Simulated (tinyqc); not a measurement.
# Changing the time t

Model: Deal-Grove kinetics of thermal oxidation of silicon. Computed by tinyqc, a small Python program. Command: `OMP_NUM_THREADS=1 python tinyqc.py 3004093 3004094 out.jsonl oxide sweep`. One thread of a shared host (Intel(R) Xeon(R) Processor @ 2.30GHz), about 0.3 s of CPU time with the checks.

Oxidant diffuses through the oxide and reacts at the interface, so that dx/dt = B/(A + 2x) for the oxide thickness x.

Inputs (values chosen for the exercise, close to those used for silicon): prefactor B0 = 337 um^2/h; activation energy E_B = 0.781 eV; prefactor (B/A)0 = 1.77e+08 um/h; activation energy E_A = 2.04 eV; temperature T = 1100 C; oxidant pressure p = 2 atm; pressure exponent m of B/A = 1; initial oxide x_i = 0.01 um.

Ambient: steam. Surface: (111).

Constants: k_B = 8.617333262e-05 eV/K.

Method:
- B = B0 p exp(-E_B/(k_B T)), B/A = (B/A)0 p^m exp(-E_A/(k_B T)), p in atm; A = B/(B/A).
- Temperatures in kelvin are T(C) + 273.15.
- tau = (x_i^2 + A x_i)/B and x = (A/2) [sqrt(1 + 4 B (t + tau)/A^2) - 1], the root of x^2 + A x = B (t + tau).
- Silicon consumed is 0.44 times the oxide grown; the rate is B/(A + 2x).

One run for each value:
```
time t (h)  oxide thickness x (um)  final growth rate (um/h)  silicon consumed (um)
0.03                        0.1334                    2.6472                 0.0543
0.18                        0.3695                    1.1200                 0.1582
0.45                        0.6044                    0.7115                 0.2615
1.1                         0.9656                    0.4559                 0.4205
2.7                         1.5342                    0.2912                 0.6707
6.6                         2.4204                    0.1863                 1.0606
16                          3.7903                    0.1197                 1.6633
40                          6.0157                    0.0757                 2.6425
```

Give the missing row, time t (h) = 0.074.

Computed row:
```
time t (h)  oxide thickness x (um)  final growth rate (um/h)  silicon consumed (um)
0.074                       0.2254                    1.7285                 0.0948
```

Interpolating between the two neighbouring rows (the first column on a logarithmic scale, the others too where they are positive) misses most in silicon consumed (um), by 1.8 %. Over the rows, oxide thickness x (um) rises from 0.133 to 6.02 (exponent d ln y / d ln x 0.58 between the first rows and 0.50 between the last); final growth rate (um/h) falls from 2.65 to 0.0757 (exponent d ln y / d ln x -0.47 between the first rows and -0.50 between the last); silicon consumed (um) rises from 0.0543 to 2.64 (exponent d ln y / d ln x 0.62 between the first rows and 0.51 between the last). At the high end the exponent of oxide thickness x is 0.50, close to 0.50: the parabolic law, diffusion through the oxide. The exponent of final growth rate stays between -0.50 and -0.47, near -0.50: parabolic growth slows as t^(-1/2). The rate B/(A + 2x) falls as the film lengthens the diffusion path.

Caution (rows 16.0, 40.0): films of several micrometres crack or stress the wafer in practice, which the model ignores.
